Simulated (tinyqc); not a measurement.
Double-gate transistor, scale length and short-channel effects: one step of the calculation.

A body of thickness ts between two insulators of thickness ti and two tied gates. Below threshold the potential that source and drain add obeys Laplace's equation and vanishes on the gate. Its lowest mode decays along the channel as exp(-k y); k is the smallest positive root of the matching condition at the interface, and the scale length is Lambda = pi/k.

Task. Scale length against simple estimates. Lambda = pi/k and l = 1/k. A parabolic potential across the structure gives l(parabolic) = sqrt((eps_r/(2 ei)) ts ti (1 + ei ts/(4 eps_r ti))).

Values chosen for this exercise; permittivities: semiconductor close to that of silicon, insulator close to that of silicon dioxide:
- eps_r = 11.5 (relative permittivity of the semiconductor)
- ei = 3.81 (relative permittivity of the insulator)
- ti = 1.3 nm (insulator thickness)
- ts = 9.1 nm (body thickness)

k = 0.19778723 1/nm

Find: Lambda; l; l(parabolic).

Result.

Lambda = 15.88 nm
l = 5.056 nm
l(parabolic) = 5.311 nm

Computed by the program tinyqc: `OMP_NUM_THREADS=1 python tinyqc.py 2420158 2420159 out.jsonl`, one thread of a shared Intel Xeon 2.30GHz, about 0.01 s for the whole run.
